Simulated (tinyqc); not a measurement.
Tunnelling through a gate dielectric, WKB transmission and Tsu-Esaki current: one step of the calculation.

Electrons leave the emitter at x = 0. Energies E (motion across the layers) are in eV from the emitter Fermi level; the collector Fermi level lies at -V and offers states at every E. No charge in the dielectric and no image force: F1 = V/t1, U = phi1 - F1 x. With C = hbar^2/(2 m0), kappa = sqrt(m (U - E)/C) where U > E and 0 elsewhere; T(E) = exp(-S), S = 2 times the integral of kappa over x.

Question. Current density on a coarse energy grid. Each layer adds (2/F) sqrt(m/C) [G(u at its left edge) - G(u at its right edge)] to S, with u = U - E (0 where negative) and G(u) = (2/3) u^1.5. The slope follows from 1/d = -dS/dE.

J = J0 times the integral of T(E) N(E) dE, N = ln[(1 + exp(-E/Vt))/(1 + exp((-E - V)/Vt))], J0 = q^2 me m0 kB T/(2 pi^2 hbar^3) (times 1e-4 for A/cm^2 per eV), by Simpson's rule on nE equally spaced points from Ea to Eb.

Parameters, values chosen for the exercise; dielectric values close to those of silicon dioxide: temperature T = 350 K; Fermi energy of the emitter above its band bottom Ef = 2.7 eV; emitter mass in the supply function me = 0.84 m0; barrier of layer 1 above the emitter Fermi level at zero bias phi1 = 2.98 eV; tunnelling mass of layer 1 m1 = 0.51 m0; thickness of layer 1 t1 = 3.3 nm; voltage across the dielectric V = 0.3 V; lower end of the energy grid Ea = -0.97 eV; upper end of the energy grid Eb = 0.35 eV; points of the energy grid nE = 13.

Constants: q = 1.602176634e-19 C, kB = 1.380649e-23 J/K, hbar = 1.054571817e-34 J s, m0 = 9.1093837015e-31 kg, Vt = kB T/q, hbar^2/(2 m0) = 0.0380998212 eV nm^2. Results are converted to the units shown.

Give: E; T(E); N; T(E) N; J0; J.

Answer.

```
point,E (eV),T(E),N,T(E) N
0,-0.97000,3.6172e-21,9.9467,3.5979e-20
1,-0.86000,7.1861e-21,9.9467,7.1478e-20
2,-0.75000,1.4424e-20,9.9467,1.4347e-19
3,-0.64000,2.9267e-20,9.9467,2.9111e-19
4,-0.53000,6.0060e-20,9.9462,5.9737e-19
5,-0.42000,1.2472e-19,9.9282,1.2383e-18
6,-0.31000,2.6226e-19,9.4057,2.4667e-18
7,-0.20000,5.5876e-19,6.5968,3.6861e-18
8,-0.09000,1.2071e-18,3.0324,3.6605e-18
9,0.02000,2.6464e-18,0.41555,1.0997e-18
10,0.13000,5.8924e-18,0.013340,7.8606e-20
11,0.24000,1.3339e-17,3.4999e-4,4.6683e-21
12,0.35000,3.0729e-17,9.1243e-6,2.8038e-22
```

J0 = 4.1000e8 A/(cm^2 eV)
J = 5.9374e-10 A/cm^2

The integrand peaks at E = -0.200 eV among these points.

Computed by the program tinyqc: `OMP_NUM_THREADS=1 python tinyqc.py 2540170 2540171 out.jsonl`, one thread of a shared Intel Xeon 2.30GHz, about 0.05 s for the whole run.
